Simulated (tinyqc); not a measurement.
## Transfer length from front and end resistance

Inverse problem. A contact of length d and width W has Rc = (Rsh Lt/W) coth(d/Lt) and Re = (Rsh Lt/W)/sinh(d/Lt), with Rsh the sheet resistance under the metal and Lt = sqrt(rc/Rsh). Find Lt, Rsh and rc.

Parameters, values chosen for the exercise: contact length d = 1.5 um; contact width W = 61 um.

Rc = 0.90716360 ohm
Re = 0.32547542 ohm

Solution. Rc/Re = cosh(d/Lt) gives Lt, and Re then gives Rsh.

Lt = 0.891 um
Rsh = 58.0 ohm/sq
rc = 4.60e-7 ohm cm^2

Program tinyqc, `OMP_NUM_THREADS=1 python tinyqc.py 2760001 2760002 out.jsonl`; Intel Xeon 2.30GHz, shared host, one thread, about 0.01 s.
